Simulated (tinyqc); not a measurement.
# Silicon n-p-n transistor, Gummel numbers and transit times: effects of single changes

One-dimensional n-p-n transistor in the forward active mode at low injection. In the base p(x) = NB exp(-eta x/wb) and ni(x)^2 = ni^2 exp((g0 + g1 x/wb)/Vt); electrons leave the base at vsat; band spikes at the emitter junction and recombination inside the emitter are ignored.

Parameters, values chosen for the exercise; band and dielectric values close to those of silicon:
- T = 250 K (temperature)
- Eg = 1.13 eV (band gap)
- eps_r = 11.5 (relative permittivity)
- Nc = 2.11e19 cm^-3 (conduction-band density of states at T)
- Nv = 2.03e19 cm^-3 (valence-band density of states at T)
- vsat = 1.02e7 cm/s (saturation velocity)
- wb = 200 nm (neutral base width)
- NB = 4.6e17 cm^-3 (base doping at the emitter edge)
- eta = 1.9 (doping falls as exp(-eta x/wb))
- g0 = 0 eV (gap reduction at the emitter edge of the base)
- g1 = 0 eV (further gap reduction across the base (linear))
- Dn = 5.8 cm^2/s (electron diffusion coefficient in the base)
- NE = 9e19 cm^-3 (emitter doping)
- gE = 0.12 eV (gap reduction in the emitter (negative: wider gap))
- we = 240 nm (neutral emitter width)
- Dp = 1.9 cm^2/s (hole diffusion coefficient in the emitter)
- Se = 3e5 cm/s (recombination velocity at the emitter contact)
- tb = 3e-8 s (electron lifetime in the base)
- NC = 1.2e16 cm^-3 (collector doping)
- VCB = 1.5 V (collector-base reverse bias)
- Cj = 4.4 fF/um^2 (emitter junction capacitance)
- Rc = 7.6 ohm um^2 (emitter plus collector resistance)
- mp = 160 cm^2/(V s) (hole mobility in the base)

Constants: q = 1.602176634e-19 C, kB = 1.380649e-23 J/K, Vt = kB T/q, eps0 = 8.8541878128e-14 F/cm where lengths are in cm. Results are converted to the units shown.

Each table varies one quantity; the others keep the values above.

## Cut-off frequency against collector current

f(x) = p(x) ni^2/ni(x)^2; I(x) = integral from x to wb of f/Dn, plus f(wb)/vsat; base Gummel number GB = I(0); electron density per unit flux n/(J/q) = I/f; base transit time tauB = integral of I/f over the base. ni = sqrt(Nc Nv) exp(-Eg/(2 Vt)), Eg in volts; JC = J0 exp(VBE/Vt), J0 = q ni^2/GB; collector layer one-sided, Wc = sqrt(2 eps0 eps_r (Vbc + VCB)/(q NC)), Vbc = Vt ln(NB exp(-eta) NC/ni^2), Cjc = eps0 eps_r/Wc, tauC = Wc/(2 vsat). Delay 1/(2 pi fT) = tauE + tauB + tauC + tauR with tauE = Vt (Cj + Cjc)/JC and tauR = Rc Cjc. Charge stored in the emitter is left out. The Kirk effect, also left out, sets in near JC = q NC vsat. n(0) = (JC/q) I(0)/f(0).

The same in every row: tauB (ps) = 20.93; tauC (ps) = 2.444; tauR (ps) = 0.001552.

Cut-off frequency against collector current:

| JC (mA/um^2) | VBE (V) | tauE (ps) | fT (GHz) | JC/(q NC vsat) | n(0)/NB |
|---|---|---|---|---|---|
| 0.00065 | 0.8240 | 152.6 | 0.9044 | 0.003315 | 0.001374 |
| 0.0014 | 0.8406 | 70.85 | 1.689 | 0.007139 | 0.002960 |
| 0.0029 | 0.8562 | 34.20 | 2.764 | 0.01479 | 0.006131 |
| 0.006 | 0.8719 | 16.53 | 3.988 | 0.03060 | 0.01268 |
| 0.012 | 0.8868 | 8.266 | 5.030 | 0.06119 | 0.02537 |
| 0.026 | 0.9035 | 3.815 | 5.854 | 0.1326 | 0.05497 |
| 0.054 | 0.9192 | 1.837 | 6.313 | 0.2754 | 0.1142 |
| 0.11 | 0.9346 | 0.9017 | 6.556 | 0.5609 | 0.2326 |
| 0.24 | 0.9514 | 0.4133 | 6.691 | 1.224 | 0.5074 |

What does the table show?

fT rises from 0.904 to 6.69 GHz as the charging time falls as 1/JC; its limit for vanishing tauE is 6.81 GHz, of which the largest delay is tauB (89.5 %). tauE equals the other delays together at JC = 0.00424 mA/um^2. For JC = 0.24 JC nears or passes q NC vsat, where base push-out would lower fT. For JC = 0.11, 0.24 the electron density at the emitter edge exceeds a fifth of NB, beyond low injection.

## Effect of the collector doping

ni = sqrt(Nc Nv) exp(-Eg/(2 Vt)), Eg in volts; GE = NE exp(-gE/Vt)(we/Dp + 1/Se); JC = J0 exp(VBE/Vt), J0 = q ni^2/GB; gain limited by back injection GE/GB, by base recombination tb/tauB, together 1/beta = the sum of the inverses; collector layer one-sided, Wc = sqrt(2 eps0 eps_r (Vbc + VCB)/(q NC)), Vbc = Vt ln(p(wb) NC/ni^2), Cjc = eps0 eps_r/Wc; Early voltage VA = GB q p(wb)/(f(wb) Cjc [1/Dn - (eta + g1/Vt)/(wb vsat)]), f(wb) = p(wb) exp(-(g0 + g1)/Vt), p(wb) = NB exp(-eta); tauC = Wc/(2 vsat). Peak fT here means 1/(2 pi (tauB + tauC + Rc Cjc)); base sheet resistance 1/(q mp times the integral of p).

The same in every row: GB (s/cm^4) = 7.167e11; GE/GB = 7.638; tb/tauB = 1433; beta = 7.597; tauB (ps) = 20.93; base sheet resistance (kohm) = 9.473.

Results:

| NC (cm^-3) | VA (V) | tauC (ps) | peak fT (GHz) |
|---|---|---|---|
| 2e15 | 83.74 | 5.937 | 5.924 |
| 2.9e15 | 69.66 | 4.939 | 6.153 |
| 4.2e15 | 57.99 | 4.111 | 6.356 |
| 6.2e15 | 47.81 | 3.390 | 6.544 |
| 8.9e15 | 39.97 | 2.834 | 6.697 |
| 1.9e16 | 27.45 | 1.946 | 6.957 |

Estimate the missing row, NC = 1.3e16 cm^-3.

Computed row:

| NC (cm^-3) | VA (V) | tauC (ps) | peak fT (GHz) |
|---|---|---|---|
| 1.3e16 | 33.13 | 2.349 | 6.837 |

With this row back in the table: As NC goes from 2e15 to 1.9e16, beta stays at 7.60, VA falls from 83.7 to 27.5 V, the peak fT rises from 5.92 to 6.96 GHz and the base sheet resistance stays at 9.47 kohm. The product beta VA changes by a factor of 0.328. Back injection limits the gain in every row. For NC = 8.9e15, 1.3e16, 1.9e16 the collector doping exceeds a tenth of the base doping at that edge, so the one-sided formulas are rough.

Range of the model: Heavy doping makes emitter or base degenerate; gE and g0 are to be read as apparent gap changes that include this.

Numbers from tinyqc (`OMP_NUM_THREADS=1 python tinyqc.py 2320107 2320108 out.jsonl`; about 0.01 s on one thread of a shared Intel Xeon 2.30GHz).
